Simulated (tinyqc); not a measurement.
## Electron density from the filling shift

Question. At zero temperature the Burstein-Moss shift of one parabolic valley is (C/me + C/mh) kF^2 with kF = (3 pi^2 n)^(1/3), C = hbar^2/(2 m0). Find kF and n.

Inputs (values chosen for the exercise):
- me = 0.0231 m0 (electron mass)
- mh = 0.406 m0 (hole mass)

Constants: q = 1.602176634e-19 C, hbar = 1.054571817e-34 J s, m0 = 9.1093837015e-31 kg, hbar^2/(2 m0) = 0.0380998212 eV nm^2. Results are converted to the units shown.

filling shift = 264.83625 meV

Answer. The shift gives kF^2, and n = kF^3/(3 pi^2).

kF = 0.3898 1/nm
n = 2.000e18 cm^-3

tinyqc, about 0.01 s, one thread, Intel Xeon 2.30GHz (shared host): `OMP_NUM_THREADS=1 python tinyqc.py 2330140 2330141 out.jsonl`
